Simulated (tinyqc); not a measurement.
## Absorption coefficient and reflectance from two thicknesses

Problem. With transparent contact layers the responsivity is (1 - Rf)(1 - exp(-al wi)) q lam/(h c). The second absorber is twice as thick as the first. Find al and Rf.

Inputs (values chosen for the exercise): wavelength lam = 850 nm.

Constants: q = 1.602176634e-19 C, h = 6.62607015e-34 J s, c = 299792458 m/s. Results are converted to the units shown.

responsivity for wi = 10 and 20 um (A/W): [0.27326813, 0.43187895]

Answer. The ratio of the responsivities is 1 + exp(-al w1), which gives al; either value then gives 1 - Rf.

al = 544.0 1/cm
Rf = 0.05000

Program tinyqc, `OMP_NUM_THREADS=1 python tinyqc.py 2250034 2250035 out.jsonl`; Intel Xeon 2.30GHz, shared host, one thread, about 0.01 s.
